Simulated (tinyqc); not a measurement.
## Hot electrons in a saturated n-channel MOSFET, lucky-electron model: effect of the junction depth

Beyond pinch-off the lateral field grows as Esat cosh(y/l) over the velocity-saturated region (pseudo-two-dimensional model). Impact ionisation in this region gives the substrate current, which biases the body forward through Rsub. Currents are per width. Local-field laws: they overstate ionisation when the field peak is narrower than an energy relaxation length.

Cox = 3.9 eps0/tox, l = sqrt(3 tox xj), Esat = 2 vs/mu. Overdrive g = Vg - VT + kb Vb; Vdsat = g Esat L/(g + Esat L); Id = Cox vs (g - Vdsat); dV = Vd - Id Rd - Vdsat; Em = sqrt((dV/l)^2 + Esat^2); Isub = Id (Ai/Bi) l Em exp(-Bi/Em). Vb = Rsub Isub is solved self-consistently. Lifetime tau = (Hl/Id)(Isub/Id)^(-m); 1 year = 3.15576e7 s.

Parameters, values chosen for the exercise; values close to those of silicon n-channel devices:
- L = 0.5 um (channel length)
- tox = 11 nm (oxide thickness)
- VT = 0.61 V (threshold)
- mu = 300 cm^2/(V s) (effective mobility)
- vs = 1e7 cm/s (saturation velocity)
- Ai = 2e6 1/cm (ionisation prefactor)
- Bi = 1.73 MV/cm (ionisation field)
- Rd = 200 ohm um (resistance of the lightly doped drain)
- Rsub = 3600 ohm um (substrate resistance)
- kb = 0.25 (fall of VT per volt of forward body bias)
- m = 3 (lifetime exponent)
- Hl = 14000 s uA/um (lifetime constant)
- Vd = 3.8 V (drain voltage)
- Vg = 2.6 V (gate voltage)

Constants: eps0 = 8.8541878128e-14 F/cm where lengths are in cm. Results are converted to the units shown.

Effect of the junction depth:
```
xj (nm)  Id (uA/um)  Em (MV/cm)  Isub (uA/um)   Isub/Id  tau (years)
84            236.8      0.4795         18.73   0.07911     0.003785
110           235.5      0.4207         11.30   0.04799      0.01705
150           234.5      0.3622         5.825   0.02484       0.1235
210           234.0      0.3084         2.541   0.01086        1.481
290           233.7      0.2648         1.017  0.004353        23.02
390           233.6      0.2308        0.3932  0.001683        398.3
520           233.6      0.2027        0.1407  6.024e-4         8690
```

As xj goes from 84 to 520 nm, Em falls from 0.479 to 0.203 MV/cm, Isub falls from 18.7 to 0.141 uA/um and tau rises from 0.00379 to 8690 years. From the first row to the last, log10(tau) changes by 6.4: 6.4 from (Isub/Id)^(-m), which holds Em and l, and 0.0059 from 1/Id. At xj = 520 nm tau is a far extrapolation that only says that hot carriers are no limit.

tinyqc, about 0.01 s, one thread, Intel Xeon 2.30GHz (shared host): `OMP_NUM_THREADS=1 python tinyqc.py 2550058 2550059 out.jsonl`
